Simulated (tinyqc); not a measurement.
Capacitance shares from swing and barrier lowering.

Inverse problem. Below threshold the charge is negligible, so the band edge moves as -(aG Vg + aD Vd), aG = CG/CS, aD = CD/CS (CG, CD the capacitances of the barrier top to gate and drain, CS the total), and I goes as exp((aG Vg + aD Vd)/Vt) once Vd is well above Vt. Find aG, aD, CS and CD.

Values chosen for this exercise:
- T = 300 K (temperature)

Constants: q = 1.602176634e-19 C, kB = 1.380649e-23 J/K, Vt = kB T/q. Results are converted to the units shown.

swing = 69.216778 mV/decade
DIBL = 6.9767442 mV/V
CG = 4.0274705 pF/cm

Solution. The swing is Vt ln 10/aG and the DIBL, -dVg/dVd at fixed current, is aD/aG.

aG = 0.8600
aD = 0.006000
CS = 4.683 pF/cm
CD = 0.02810 pF/cm

Computed by the program tinyqc: `OMP_NUM_THREADS=1 python tinyqc.py 2400067 2400068 out.jsonl`, one thread of a shared Intel Xeon 2.30GHz, about 0.06 s for the whole run.
